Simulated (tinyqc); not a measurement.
The phase diagram: regular and subregular solution with a miscibility gap. Computed by tinyqc, a small Python program. Command: `OMP_NUM_THREADS=1 python tinyqc.py 3030826 3030827 out.jsonl regsol walk`. One thread of a shared host (Intel(R) Xeon(R) Processor @ 2.30GHz), about 0.02 s of CPU time with the checks.

Per mole of mixing sites: G(x) = x (1 - x) [L0 + L1 (1 - 2x)] + R T [x ln x + (1 - x) ln(1 - x)], x the fraction of B.

Inputs (values chosen for the exercise, modelled on GaP(1-x)As(x)):
```
quantity              value                 unit
lattice constant a_A  5.451             angstrom
lattice constant a_B  5.653             angstrom
constant K            45800  kJ angstrom^2.5/mol
asymmetry L1              0               kJ/mol
```

Source of L0: delta-lattice-parameter rule.

Constants: R = 8.314462618 J/(mol K).

Method:
- A bonding enthalpy -K a^(-2.5) with a linear in x gives L0 = 4.375 K (a_A - a_B)^2/abar^4.5, abar the mean lattice constant; eta = (a_B - a_A)/abar.
- The spinodal is G'' = 0, R T_s(x) = x (1 - x) [2 L0 + 6 L1 (1 - 2x)]; the critical point is its maximum.
- G' = L0 (1 - 2x) + L1 (1 - 6x + 6x^2) + R T ln[x/(1 - x)]; G'' = -2 L0 - 6 L1 (1 - 2x) + R T/[x (1 - x)].
- Common tangent: F1 = G'(x1) - G'(x2) = 0 and F2 = [G - x G'](x1) - [G - x G'](x2) = 0. Newton step: J = [[G''(x1), -G''(x2)], [-x1 G''(x1), x2 G''(x2)]], J dx = -F; a step that would leave 0 < x < 1 is halved until it stays inside. The start is x1 = s0, x2 = 1 - s0.
- For this table each start is x_s1/6 and 1 - (1 - x_s2)/6. The dilute estimate of x1 is exp(-(L0 + L1)/(R T)).

critical temperature T_c = 219.614 K

critical composition x_c = 0.5

L0 = 3.65194 kJ/mol

Binodal and spinodal:
```
T (K)  binodal x1  spinodal x_s1  spinodal x_s2  binodal x2  dilute estimate of x1
88      0.0072549        0.11293        0.88707     0.99275              0.0067974
110      0.021416        0.14676        0.85324     0.97858               0.018445
132      0.046668        0.18419        0.81581     0.95333               0.035883
154      0.086275        0.22670        0.77330     0.91373               0.057721
176       0.14581        0.27718        0.72282     0.85419               0.082446
198       0.23919        0.34314        0.65686     0.76081                0.10879
211       0.33120        0.40098        0.59902     0.66880                0.12472
```

The dilute estimate is 0.94 of x1 at the lowest T and 0.38 at the highest: it drops the pull of the other solutes and the impurity of the second phase. Near the top the binodal is 1.70 times as wide as the spinodal; the mean-field limit at T_c is sqrt(3) = 1.73.

Extremes, crossings and ranges named in words are read from the listed rows.
